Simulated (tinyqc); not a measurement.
What moves the results: inter-valley coupling by envelope functions against a chain of atomic planes. A value that a table varies takes the place of the one given here.

Chain: E(phi) = e0 + 2 v cos(phi) + 2 u cos(2 phi), cos(phi0) = -v/(4u), e0 = 2u + v^2/(4u); plane j = 0, 1, ... has the potential V_j = dE x_j + F (j - 30) a/4 (1 MV/m = 1e-4 V/angstrom). There are 30 barrier planes a side; with y = j - 29.5, x_j = xb (f(y) + f(Nw - y)), f(y) = 1/(1 + exp(y/L)), plus any Ge added in the well. The valley splitting is the spacing of the two lowest levels. Envelope theory: F_j solves a one-valley chain with hopping -b and diagonal 2b + V_j, b = 4u sin^2(phi0), sum F_j^2 = 1; the valleys couple by Dv = sum_j F_j^2 V_j exp(-2 i phi0 j) and split by 2|Dv|.

Inputs chosen for the exercise (near those of the Delta valleys of silicon in a SiGe well; shifted at random, so the results belong to these values and not to a real crystal): a = 5.431 angstrom (lattice constant; planes lie a/4 apart); u = 0.612 eV (second-neighbour hopping); v = 0.734 eV (nearest hopping); Nw = 69 (planes in the well); L = 1.5 planes (interface width); xb = 0.25 (Ge fraction of the barriers); dE = 0.57 eV (offset per unit Ge fraction); F = 5 MV/m (field); xs = 0.19 (Ge fraction added on that plane); xw = 0.012 (mean Ge fraction of the wiggle); x0 = 6188 (start of the number sequence); na = 4000 (atoms a plane under the dot); js = 54 (plane j of a Ge spike (the well starts at j = 30)).

## Position of the spike

The spike is moved through the well; position counted from the first well plane, j - 30.

Against position:
```
j - 30,"F_j^2, smooth",mean of the doublet (meV),"splitting, chain (micro-eV)",envelope,first order
3,0.01088,22.14,1576,1503,2357
8,0.02608,23.13,3570,3386,5649
14,0.03800,24.21,5730,5580,8231
21,0.03555,24.29,5887,5787,7700
28,0.02330,23.08,3464,3359,5047
34,0.01309,22.24,1781,1694,2835
45,0.00299,21.55,395,372,648
55,0.00050,21.38,70,67,109
66,0.00003,21.35,4,4,6
```

The splitting is largest at plane 21 among these rows (5887 micro-eV), and the smooth envelope peaks at plane 16, counting all planes; without a spike it is 0.095. Where the splitting exceeds 20 micro-eV the envelope theory lies within 5.8 % of the chain and first order within 64 %.

## A periodic Ge profile (wiggle well)

periods (planes): pi/phi0 1.67523, pi/(pi - phi0) 2.48097

Added fraction xw (1 - cos(2 pi (j - 30)/p)) on the well planes; p = f times the resonant period pi/(pi - phi0). At resonance the estimate is dE xw.

Against period:
```
f,p (planes),mean of the doublet (meV),"splitting, chain (micro-eV)",envelope
0.90,2.2329,28.03,314,339
0.95,2.3569,27.83,2687,2812
0.98,2.4314,27.96,5754,5879
0.99,2.4562,28.06,6478,6514
1.00,2.4810,28.11,6762,6726
1.01,2.5058,28.07,6541,6495
1.02,2.5306,27.98,5915,5894
1.05,2.6050,27.82,3277,3221
1.10,2.7291,27.97,759,704
1.50,3.7215,28.10,18,17
3.00,7.4429,28.11,2,2
```

The splitting peaks at f = 1 with 6.76 meV, against the estimate dE xw = 6.84 meV, and is 0.85 and 0.87 of the value at f = 1 two per cent off to either side: the width of the resonance is set by the number of periods under the envelope. At f = 3 it is 2 micro-eV. The chain has one orbital a plane and knows only this resonance; longer periods that work through other bands are outside it.

## Random alloy fluctuations

A uniform fraction x is added on all planes. Each plane j then fluctuates by q sqrt(x_j (1 - x_j)/na) in Ge fraction, q = sqrt12 (z/2147483647 - 1/2) with z(new) = 16807 z mod 2147483647 from x0, restarted for each row; 24 samples. Theory: Dv is a complex Gaussian with sigma^2 = dE^2 sum F_j^4 x_j (1 - x_j)/na, and the mean splitting is sqrt(pi) sigma if the smooth part is negligible.

Splitting (micro-eV):
```
x,sigma,sqrt(pi) sigma,mean of 24,least,largest
0.00,39.0,69.2,74.7,6.6,171.8
0.01,154.3,273.4,264.6,13.0,529.8
0.02,213.6,378.5,361.6,7.1,747.7
0.05,329.2,583.5,553.0,18.7,1162.3
0.10,451.6,800.5,756.3,36.3,1594.6
```

Without added Ge the disorder sits in the barriers, where the state is small: mean 74.7 micro-eV, against 0.095 for the smooth well. With 5 % Ge in the well the mean is 553, theory 583, with a statistical error of about 11 % for 24 samples; the miss is -5 %, and since every row reuses one sequence the rows with added Ge miss alike. The spread grows with the mean: at 5 % the samples run from 19 to 1162, so small splittings remain possible. sigma falls as 1/sqrt(na) for larger dots. A chain with one orbital a plane has no Bloch-function factor, which scales all these couplings down in fuller models.

## What each parameter does

Chain with the spike on plane js. Each row changes one parameter from the base and keeps the others.

Results:
```
case,level (meV),splitting (micro-eV)
base,23.811,4926.9
Nw = 75,23.801,4921.3
L = 2 planes,24.510,5186.1
xb = 0.3,24.245,5118.5
dE = 0.627 eV,24.220,5384.4
F = 7 MV/m,28.425,4256.9
js = 57,23.256,3816.5
xs = 0.247,24.301,5906.2
```

The largest shifts from the base row, up to three for each result and ties (the steps differ in size, so this ranks the rows, not the parameters). level (meV): F +4.614, L +0.698, js -0.555. splitting (micro-eV): js -1110.4, xs +979.3, F -670.1.

(tinyqc, `OMP_NUM_THREADS=1 python tinyqc.py 1450332 1450333 out.jsonl`, Intel(R) Xeon(R) Processor @ 2.30GHz, 1 thread, shared host, about 0.06 s.)
